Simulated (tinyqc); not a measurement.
Hexagonal on-chip spiral inductor, lumped pi model: two steps of the calculation.

Outer diameter do = di + 2 n wd + 2 (n - 1) sp, mean da = (do + di)/2, fill p = (do - di)/(do + di), length l = 3.464 n da. L = 2.33 mu0 n^2 da/(1 + 3.82 p), mu0 = 4 pi 1e-7 H/m. Rs = rho l/(wd delta (1 - exp(-th/delta))), delta = sqrt(rho/(pi f mu0)). Cs = n wd^2 eps0 eo/hu across the coil. At each end Cox = l wd eps0 eo/(2 ho) leads to the substrate branch Rsi = 2 rs he/(l wd) in parallel with Csi = l wd eps0 11.7/(2 he). With one end grounded Y = 1/(Rs + i w L) + i w Cs + 1/[1/(i w Cox) + 1/(1/Rsi + i w Csi)], w = 2 pi f; Q = -Im Y/Re Y. Eddy currents in neighbouring turns and in the substrate are left out.

Inputs (values chosen for the exercise); values of the order met in silicon radio-frequency processes: number of turns n = 1.5; line width wd = 6 um; space between turns sp = 2 um; inner diameter di = 40 um; metal thickness th = 3 um; metal resistivity rho = 1.9 uohm cm; oxide below the coil ho = 8.1 um; oxide between coil and underpass hu = 1 um; relative permittivity of the oxide eo = 3; substrate resistivity rs = 10 ohm cm; effective spreading depth in the substrate he = 80 um; frequency f = 2.3 GHz.

Constants: eps0 = 8.8541878128e-12 F/m. Results are converted to the units shown.

Problem 1. Geometry and model elements. do, l, L, delta, Rs, Cs, Cox, Rsi and Csi as defined.

Give: do; l; L; delta; Rs; Cs; Cox; Rsi; Csi.

Solution 1.

do = 60.000 um
l = 259.80 um
L = 0.18673 nH
delta = 1.4465 um
Rs = 0.65050 ohm
Cs = 1.4344 fF
Cox = 2.5559 fF
Rsi = 10264 ohm
Csi = 1.0093 fF

Problem 2. Admittance, quality factor and apparent inductance. Series branch 1/(Rs + i w L), substrate branch, total Y, Q = -Im Y/Re Y, apparent inductance Im(1/Y)/w, metal-only value w L/Rs, share of the loss in the substrate Re(substrate branch)/Re Y.

L = 0.18673242 nH
Rs = 0.65049686 ohm
Cs = 1.4343784 fF
Cox = 2.5559089 fF
Rsi = 10264.306 ohm
Csi = 1.0092645 fF

Wanted: series branch; substrate branch; Y; Q; apparent inductance; w L/Rs; share of the loss in the substrate.

Solution 2.

series branch = 84.42-350.22i mS
substrate branch = 0.010943+0.031149i mS
Y = 84.43-350.17i mS
Q = 4.1473
apparent inductance = 0.18675 nH
w L/Rs = 4.1484
share of the loss in the substrate = 0.012961 %

Q is 100 % of the metal-only value.

tinyqc, about 0.01 s, one thread, Intel Xeon 2.30GHz (shared host): `OMP_NUM_THREADS=1 python tinyqc.py 2302049 2302050 out.jsonl`
